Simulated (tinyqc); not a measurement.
LDA (VWN5) atom on a uniform radial grid, spin-unpolarised, for Be, step by step. Computed by tinyqc, a small Python program that keeps every step. Settings: Z = 4, points = 256, R = 12.7, functional = lda,vwn, mixing = 0.6, iteration cap = 83. Command: `OMP_NUM_THREADS=1 python tinyqc.py 28403 28404 out.jsonl` (the two numbers bound the seeds that draw the settings). One thread of a shared host (Intel(R) Xeon(R) Processor @ 2.60GHz), about 0.4 s of CPU time with the checks. Later iterations appear only in the table of the cycle.

## Iteration 1

Spherical atom on a uniform radial grid r_j = j h with h = R/(N + 1), h sum u^2 = 1 and integrals as h times sums, u(0) = u(R) = 0 (atomic units):
```
parameter            value
Z                        4
points N               256
R                12.700000
h                 0.049416
mixing            0.600000
electrons in 1s          2
electrons in 2s          2
```

Three-point differences turn -u''/2 + [l(l+1)/2r^2 - Z/r + V] u = e u into a tridiagonal matrix (diagonal 1/h^2 + potential, off-diagonal -1/2h^2). D = sum f u^2; the Hartree potential y/r solves y'' = -D/r with y(0) = 0, y(R) = N_e; v_xc comes from rho = D/(4 pi r^2); E = sum f e - int D V + int D (V_H/2 + eps_xc); V(new) = V + mixing (V_H + v_xc - V).

eigenvalues (hartree): [-7.923347, -1.995140]

Every 16th grid point:
```
r              V in     u(1s)      u(2s)         D       V_H       v_xc
0.790661   0.000000  0.541028  -0.530427  1.148130  3.985805  -0.582539
1.581323   0.000000  0.046722  -0.818941  1.345695  2.421502  -0.398812
2.371984   0.000000  0.003026  -0.438993  0.385449  1.677475  -0.213165
3.162646   0.000000  0.000174  -0.171763  0.059005  1.264138  -0.102291
3.953307   0.000000  0.000009  -0.057439  0.006598  1.011771  -0.046502
4.743969   0.000000  4.87e-07  -0.017472  0.000611  0.843173  -0.020214
5.534630   0.000000  2.45e-08  -0.004987  0.000050  0.722722  -0.008423
6.325292   0.000000  1.21e-09  -0.001360  3.70e-06  0.632382  -0.003386
7.115953   0.000000  5.88e-11  -0.000358  2.57e-07  0.562117  -0.001324
7.906615   0.000000         0  -0.000092  1.69e-08  0.505906  -0.000507
8.697276   0.000000         0  -0.000023  1.07e-09  0.459914  -0.000191
9.487938   0.000000         0  -0.000006  6.49e-11  0.421588  -0.000072
10.278599  0.000000         0  -1.38e-06         0  0.389158  -0.000027
11.069261  0.000000         0  -3.31e-07         0  0.361361   0.000000
11.859922  0.000000         0  -7.53e-08         0  0.337270   0.000000
12.650584  0.000000         0  -3.08e-09         0  0.316191   0.000000
```

total energy = -13.41341648 hartree

## Iteration 2

As before.

eigenvalues (hartree): [-4.903157, -0.695690]

Every 16th grid point:
```
r              V in     u(1s)      u(2s)         D       V_H       v_xc
0.790661   2.041959  0.621843  -0.272105  0.921459  3.634585  -0.544116
1.581323   1.213614  0.082933  -0.728932  1.076440  2.262873  -0.372439
2.371984   0.878586  0.008943  -0.617755  0.763404  1.635793  -0.262048
3.162646   0.697108  0.000888  -0.391654  0.306787  1.255643  -0.167426
3.953307   0.579161  0.000084  -0.217097  0.094262  1.010221  -0.102970
4.743969   0.493776  0.000008  -0.111607  0.024912  0.842904  -0.062078
5.534630   0.428579  7.15e-07  -0.054727  0.005990  0.722676  -0.036880
6.325292   0.377398  6.45e-08  -0.025984  0.001350  0.632374  -0.021614
7.115953   0.336476  5.77e-09  -0.012050  0.000290  0.562116  -0.012503
7.906615   0.303239  5.13e-10  -0.005488  0.000060  0.505905  -0.007145
8.697276   0.275834  4.53e-11  -0.002464  0.000012  0.459914  -0.004040
9.487938   0.252910         0  -0.001092  2.39e-06  0.421588  -0.002263
10.278599  0.233479         0  -0.000478  4.56e-07  0.389158  -0.001256
11.069261  0.216817         0  -0.000203  8.23e-08  0.361361  -0.000683
11.859922  0.202362         0  -0.000075  1.14e-08  0.337270  -0.000341
12.650584  0.189715         0  -3.90e-06  3.04e-11  0.316191  -0.000046
```

total energy = -14.19299537 hartree

## Convergence

Stop when input and output potentials agree to 1e-7.

Course of the cycle (hartree):
```
iteration             E      e(1s)      e(2s)  largest |V(out) - V(in)|
1          -13.41341648  -7.923347  -1.995140                  6.65e+00
2          -14.19299537  -4.903157  -0.695690                  1.76e+00
3          -14.29070895  -4.054265  -0.339135                  3.97e-01
4          -14.29892148  -3.849025  -0.241962                  8.11e-02
5          -14.29942366  -3.806888  -0.215675                  1.75e-02
6          -14.29945217  -3.799608  -0.208292                  5.05e-03
7          -14.29945408  -3.798740  -0.206074                  2.31e-03
8          -14.29945426  -3.798809  -0.205360                  1.04e-03
9          -14.29945428  -3.798919  -0.205118                  4.29e-04
10         -14.29945428  -3.798980  -0.205033                  1.71e-04
11         -14.29945428  -3.799007  -0.205003                  6.74e-05
12         -14.29945428  -3.799018  -0.204991                  2.66e-05
13         -14.29945428  -3.799023  -0.204987                  1.05e-05
14         -14.29945428  -3.799025  -0.204986                  4.17e-06
15         -14.29945428  -3.799026  -0.204985                  1.66e-06
16         -14.29945428  -3.799026  -0.204985                  6.67e-07
17         -14.29945428  -3.799026  -0.204985                  2.68e-07
18         -14.29945428  -3.799026  -0.204985                  1.08e-07
19         -14.29945428  -3.799026  -0.204985                  4.39e-08
```

Converged in 19 iterations. A uniform grid resolves the cusp poorly: for a bare nucleus this grid gives 1s at -7.92335 against -Z^2/2 = -8 hartree. Before convergence this energy mixes input and output and is not variational, so it may rise towards its limit.
